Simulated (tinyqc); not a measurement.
Worked calculation: vacuum evaporation: vapour pressure, source flux, thickness distribution, purity and step coverage. Computed by tinyqc, a small Python program that keeps every step. Command: `OMP_NUM_THREADS=1 python tinyqc.py 3111802 3111803 out.jsonl evap walk`. One thread of a shared host (Intel(R) Xeon(R) Processor @ 2.30GHz), about 0.01 s of CPU time with the checks. Intermediate numbers are printed to about 7 digits and carried at full precision; extremes and crossings named in words are read from the listed rows.

Molecular flow, unit sticking of the metal, no re-evaporation. The background gas is taken as water vapour (18.015 g/mol, collision diameter 0.37 nm) at 300 K.

Inputs (values chosen for the exercise, modelled on copper, with constants for the liquid): molar mass M = 63.55 g/mol; film density rho = 8.96 g/cm^3; vapour-pressure constant A = 10.86; vapour-pressure constant B = 16450 K; source temperature T = 1530 K; source area = 0.26 cm^2; directionality n = 1; source-to-wafer distance h = 20 cm; wafer radius R = 2.5 cm; source offset from the axis s/h = 0.37; background pressure p = 2e-08 Pa; sticking of background gas = 0.9; aspect ratio of a trench = 0.93.

Constants: u = 1.6605390666e-27 kg; k_B = 1.380649e-23 J/K; R = 8.314462618 J/(mol K).

## Vapour pressure and flux

log10(p_v/Pa) = A - B/T; flux from the surface Phi = p_v/sqrt(2 pi m k_B T), m = M u. Mass loss = Phi x area x m; heat of evaporation = ln(10) R B; d ln Phi/dT = ln(10) B/T^2 - 1/(2 T).

vapour pressure p_v = 1.283412 Pa

flux Phi = 1.084442e+18 1/(cm^2 s)

mass loss = 0.1071142 g/h

heat of evaporation = 314.9313 kJ/mol

change of flux per kelvin = 1.585396 %/K

Holding the rate to 1 % needs the temperature to about 0.63 K.

## Rate and uniformity on a fixed wafer above the source

A small source emits (n + 1) Phi area cos^n(phi)/(2 pi) per solid angle; on a parallel plane at height h and lateral distance l the arrival rate is (n + 1) Phi area/(2 pi h^2) x (1 + (l/h)^2)^(-(n + 3)/2). Growth rate = arrival rate x m/rho, m = M u. The wafer is fixed and centred above the source.

arrival rate at the centre = 2.243726e+14 1/(cm^2 s)

growth rate at the centre = 0.02642570 nm/s

edge over centre = 0.9694675

non-uniformity (max - min)/(max + min) = 1.550294 %

share of the material that lands on the wafer, 1 - (1 + (R/h)^2)^(-(n + 1)/2) = 1.538462 %

## Offset source and rotation

Rotating wafer, source offset by s and facing upwards: thickness at radius r is the mean over the angle a of (1 + (r^2 + s^2 - 2 r s cos a)/h^2)^(-(n + 3)/2), by 360 equal steps; non-uniformity (max - min)/(max + min) over 21 radii from 0 to R.

centre thickness relative to an axial source = 0.7736695

edge over centre, rotating = 0.9825476

non-uniformity, rotating = 0.8802996 %

## Choosing the offset

The curvature at the centre vanishes at s/h = sqrt(2/(n + 3)).

Against the offset:
```
s/h  centre thickness  edge over centre  non-uniformity (%)
0.0          1.000000          0.969467            1.550294
0.2          0.924556          0.973891            1.322703
0.4          0.743163          0.984258            0.793347
0.5          0.640000          0.989910            0.507060
0.6          0.540657          0.995107            0.245252
0.7          0.450430          0.999539            0.023071
0.8          0.371802          1.003090            0.154283
0.9          0.305241          1.005785            0.288393
1.1          0.204746          1.009028            0.449347
```

The best row, s/h = 0.7, has 0.023 % against 1.6 % on the axis, at the price of a rate lower by a factor 2.22; the small-wafer optimum is sqrt(2/(n + 3)) = 0.71.

## Scattering and purity

Mean free path lambda = k_B T_g/(sqrt2 pi d^2 p); unscattered share exp(-h/lambda); gas arrival p/sqrt(2 pi m_g k_B T_g); impurity ratio = sticking x gas arrival/metal arrival; monolayer time = 1e15 cm^-2/(sticking x gas arrival).

mean free path = 340491.5 m

unscattered share = 0.9999994

gas arrival rate = 7.167969e+10 1/(cm^2 s)

impurity ratio = 2.875205e-04

monolayer time = 15501.06 s

## A trench at the wafer edge

Fixed wafer, axial point source, trench running tangentially at r = R: the beam arrives at tan(a) = R/h. Shadowed share of the floor = aspect ratio x tan(a) (at most 1); the wall facing the source grows at tan(a) times the field rate, the other wall not at all.

angle a = 7.125016 degrees

shadowed share of the floor = 0.11625

wall over field thickness = 0.125

Checks made by the program: share on the wafer by quadrature (relative difference 1e-09).
